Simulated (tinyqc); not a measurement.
# Polarisation charge from two barrier thicknesses

Inverse problem. VT = phiB - dEc - q sigma d/(eps0 eps_r). Find sigma, phiB - dEc and the thickness at which VT = 0.

Inputs (values chosen for the exercise): relative permittivity of barrier and channel eps_r = 9.3.

Constants: q = 1.602176634e-19 C, eps0 = 8.8541878128e-14 F/cm where lengths are in cm. Results are converted to the units shown.

VT for d = 25 and 35 nm (V): [-6.8967463, -9.9798448]

Answer. VT is linear in d.

sigma = 1.58e13 cm^-2
phiB - dEc = 0.811 V
thickness for VT = 0 = 2.63 nm

Program tinyqc, `OMP_NUM_THREADS=1 python tinyqc.py 2570048 2570049 out.jsonl`; Intel Xeon 2.30GHz, shared host, one thread, about 0.02 s.
